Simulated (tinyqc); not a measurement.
Random alloy fluctuations: inter-valley coupling by envelope functions against a chain of atomic planes.

Chain: E(phi) = e0 + 2 v cos(phi) + 2 u cos(2 phi), cos(phi0) = -v/(4u), e0 = 2u + v^2/(4u); plane j = 0, 1, ... has the potential V_j = dE x_j + F (j - 30) a/4 (1 MV/m = 1e-4 V/angstrom). There are 30 barrier planes a side; with y = j - 29.5, x_j = xb (f(y) + f(Nw - y)), f(y) = 1/(1 + exp(y/L)), plus any Ge added in the well. The valley splitting is the spacing of the two lowest levels. Envelope theory: F_j solves a one-valley chain with hopping -b and diagonal 2b + V_j, b = 4u sin^2(phi0), sum F_j^2 = 1; the valleys couple by Dv = sum_j F_j^2 V_j exp(-2 i phi0 j) and split by 2|Dv|.

Inputs chosen for the exercise (near those of the Delta valleys of silicon in a SiGe well; the results hold for these values, not for the real material):
- a = 5.431 angstrom (lattice constant; planes lie a/4 apart)
- u = 0.632 eV (second-neighbour hopping)
- v = 0.627 eV (nearest hopping)
- Nw = 37 (planes in the well)
- L = 1 planes (interface width)
- xb = 0.24 (Ge fraction of the barriers)
- dE = 0.58 eV (offset per unit Ge fraction)
- F = 2 MV/m (field)
- x0 = 3151 (start of the number sequence)
- na = 4000 (atoms a plane under the dot)

A uniform fraction x is added on all planes. Each plane j then fluctuates by q sqrt(x_j (1 - x_j)/na) in Ge fraction, q = sqrt12 (z/2147483647 - 1/2) with z(new) = 16807 z mod 2147483647 from x0, restarted for each row; 24 samples. Theory: Dv is a complex Gaussian with sigma^2 = dE^2 sum F_j^4 x_j (1 - x_j)/na, and the mean splitting is sqrt(pi) sigma if the smooth part is negligible.

Splitting (micro-eV):
```
x     sigma  sqrt(pi) sigma  mean of 24  least  largest
0.00   36.7            65.0        63.1   19.3    132.0
0.01  171.0           303.2       266.7   51.7    628.1
0.02  237.9           421.7       372.4   52.9    883.1
0.05  367.8           651.8       577.8   57.1   1375.0
0.10  505.0           895.1       794.9   61.9   1894.9
```

Without added Ge the disorder sits in the barriers, where the state is small: mean 63.1 micro-eV, against 1.1 for the smooth well. With 5 % Ge in the well the mean is 578, theory 652, with a statistical error of about 11 % for 24 samples; the miss is -11 %, and since every row reuses one sequence the rows with added Ge miss alike. The spread grows with the mean: at 5 % the samples run from 57 to 1375, so small splittings remain possible. sigma falls as 1/sqrt(na) for larger dots. A chain with one orbital a plane has no Bloch-function factor, which scales all these couplings down in fuller models.

Run: tinyqc, `OMP_NUM_THREADS=1 python tinyqc.py 1482134 1482135 out.jsonl`; Intel(R) Xeon(R) Processor @ 2.30GHz, one thread, shared host; about 0.04 s of CPU time with all checks.
